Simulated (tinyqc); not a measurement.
Inside a calculation. Model: bandgap voltage reference from two bipolar transistors.

tinyqc, about 0.02 s, one thread, Intel Xeon 2.30GHz (shared host): `OMP_NUM_THREADS=1 python tinyqc.py 2062160 2062161 out.jsonl` Printed values are rounded.

Two transistors of area 1 and N carry the same current I. Is(T) = Is (T/T0)^eta exp[(Vg0 q/kB)(1/T0 - 1/T)], VBE1 = Vt ln(I/Is(T)) + I rb, VBE2 = Vt ln(I/(N Is(T))) + I rb/N. The amplifier forces I R1(T) = VBE1 - VBE2 + Vos, with R(T) = R (1 + tc (T - T0)) for both resistors, and the output is Vref = VBE1 + I R2(T). Base currents and the Early effect are neglected.

Inputs (values chosen for the exercise); values of the order met in silicon bipolar transistors:
```
symbol    value   unit                                                   meaning
T0          300      K                                     reference temperature
Vg0        1.21      V                      band-gap voltage extrapolated to 0 K
eta           3                   temperature exponent of the saturation current
Is      9.1e-18      A           saturation current of the unit transistor at T0
N            10                              area ratio of the second transistor
R1           24   kohm  resistor across which the difference of VBE falls, at T0
tc            0  ppm/K                 temperature coefficient of both resistors
Vos           0     mV                                   offset of the amplifier
rb            0    ohm                  series resistance of the unit transistor
R2        230.7   kohm                                     output resistor at T0
T           358      K                                               temperature
```

Constants: q = 1.602176634e-19 C, kB = 1.380649e-23 J/K. Results are converted to the units shown.

## Operating point at the reference temperature

Vt = kB T/q; I = (Vt ln N + Vos)/(R1(T) - rb (1 - 1/N)). Evaluate at T = T0.

Vt = 0.0258520 V
I = 2.48027 uA
Is(T) = 9.1e-18 A
VBE1 = 0.680712 V
I R2 = 0.572198 V
Vref = 1.25291 V

## Operating point at another temperature

Vt = kB T/q; I = (Vt ln N + Vos)/(R1(T) - rb (1 - 1/N)).

Vt = 0.0308501 V
I = 2.95979 uA
Is(T) = 3.03770e-14 A
VBE1 = 0.567477 V
I R2 = 0.682823 V
Vref = 1.25030 V

From T0 to T, VBE1 changes by -113 mV and I R2 by 111 mV, which leaves -2.61 mV in Vref.

## Resistor for zero slope at T0, ideal case

With tc = 0, Vos = 0 and rb = 0 the current is proportional to T, dVBE/dT = (VBE - Vg0 - (eta - 1) Vt)/T, and Vref has zero slope at T0 when Vref = Vg0 + (eta - 1) Vt0. Find VBE1, its slope, that Vref, R2/R1 and the curvature d2Vref/dT2 = -(eta - 1) kB/(q T0).

VBE1 = 0.680712 V
dVBE/dT = -1.93664 mV/K
Vref = 1.26170 V
R2/R1 = 9.76024
curvature = -0.574489 uV/K^2
